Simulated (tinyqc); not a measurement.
Changing the applied field E: Landau-Devonshire theory of a uniaxial ferroelectric. Computed by tinyqc, a small Python program. Command: `OMP_NUM_THREADS=1 python tinyqc.py 3009366 3009367 out.jsonl ferro sweep`. One thread of a shared host (Intel(R) Xeon(R) Processor @ 2.30GHz), about 0.01 s of CPU time with the checks.

G(P) = (alpha/2) P^2 + (beta*/4) P^4 + (gamma/6) P^6 - E P per volume, SI units, one domain, P along the polar axis.

Inputs (values chosen for the exercise, for a model ferroelectric): alpha_0 = 2.35e+06 J m/(C^2 K); Curie-Weiss temperature T0 = 310 K; beta = 6.59e+08 J m^5/C^4; gamma = 1.54e+10 J m^9/C^6; temperature T = 134 K; start of Newton steps P0/Ps = 2.

Sample: free crystal.

Constants: eps_0 = 8.8541878128e-12 F/m.

Method:
- alpha = alpha_0 (T - T0*), T0* = T0, beta* = beta.
- Ps^2 = [-beta* + sqrt(beta*^2 - 4 alpha gamma)]/(2 gamma).
- chi = 1/(eps_0 G''), G'' = alpha + 3 beta* P^2 + 5 gamma P^4 at Ps. Ps, chi and the coercive field are for perfect screening, without a depolarising field. The intrinsic coercive field is |alpha P + beta* P^3 + gamma P^5| at the P_c where G'' = 0. 1 C/m^2 = 100 microcoulomb/cm^2.
- Solve G'(P) = alpha P + beta* P^3 + gamma P^5 - E = 0 by P(new) = P - G'/G'' from P0; stop when the step is below 1e-11 C/m^2 (G' under 1e-6 MV/m is shown as 0).

One run for each value:
```
applied field E (MV/m)  P at the end of the steps (microcoulomb/cm^2)  1/(eps_0 G'') there
1.0                                                             38.00                76.45
1.9                                                             38.06                75.88
3.8                                                             38.19                74.70
7.3                                                             38.41                72.63
14.0                                                            38.83                69.04
27.0                                                            39.59                63.14
53.0                                                            40.94                54.28
100.0                                                           42.96                43.86
200.0                                                           46.26                31.96
```

Over the rows, P at the end of the steps (microcoulomb/cm^2) rises from 38.0 to 46.3 (exponent d ln y / d ln x 0.0025 between the first rows and 0.11 between the last); 1/(eps_0 G'') there falls from 76.5 to 32.0 (exponent d ln y / d ln x -0.012 between the first rows and -0.46 between the last). At the low end the exponent of 1/(eps_0 G'') there is -0.01, close to 0: the linear regime.

Caution (all rows): far below T0* the expansion with linear alpha(T) is only a fit.
